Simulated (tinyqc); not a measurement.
Optical transitions of a finite quantum well: one step. Absorption of one well. Two cases, with inputs chosen for the exercise.

Task: For light polarised along z (a real waveguide or Brewster geometry adds an angle factor), with all electrons in e1 and none in e2, the peak fractional absorption is 4 pi alpha Ns c f_12/(n_r m1 G) and the area under the Lorentzian line is pi G times that, c = hbar^2/2m0; 1e12/cm^2 = 1e-4/angstrom^2. EF - E1 = 2 pi c Ns/m1 at zero temperature.

Constants: hbar^2/2m0 = 3.80998211 eV angstrom^2; fine-structure constant alpha = 0.007297352564.

Give: peak absorption; area; EF - E1.

Case 1.

Values chosen (out of a larger set: near those of a GaAs well in AlGaAs; not measured data): Ns = 0.24 x 1e12/cm^2 (electrons in e1); n_r = 3.43 (refractive index); G = 20 meV (half width of the line).

Transitions:

| pair | E (meV) | wavelength (micrometre) | \|z\| (angstrom) | f |
|---|---|---|---|---|
| 1-2 | 69.237 | 17.9073 | 28.5669 | 0.982928 |

m1 = 0.066280 m0

Result:

peak absorption = 0.181 %
area = 11.39 % meV
EF - E1 = 8.7 meV

Case 2.

Values chosen (out of a larger set: near those of a GaAs well in AlGaAs; not measured data): Ns = 0.54 x 1e12/cm^2 (electrons in e1); n_r = 3.31 (refractive index); G = 8 meV (half width of the line).

Transitions:

| pair | E (meV) | wavelength (micrometre) | \|z\| (angstrom) | f |
|---|---|---|---|---|
| 1-2 | 170.989 | 7.2510 | 17.7953 | 0.959615 |

m1 = 0.067521 m0

Result:

peak absorption = 1.013 %
area = 25.45 % meV
EF - E1 = 19.1 meV

EF lies below e2, as assumed.

Computed by tinyqc, one run a case: `OMP_NUM_THREADS=1 python tinyqc.py N N+1 out.jsonl` with N = 1282562, 1282723; one thread of a shared Intel(R) Xeon(R) Processor @ 2.30GHz, about 0.1 s a run at most.
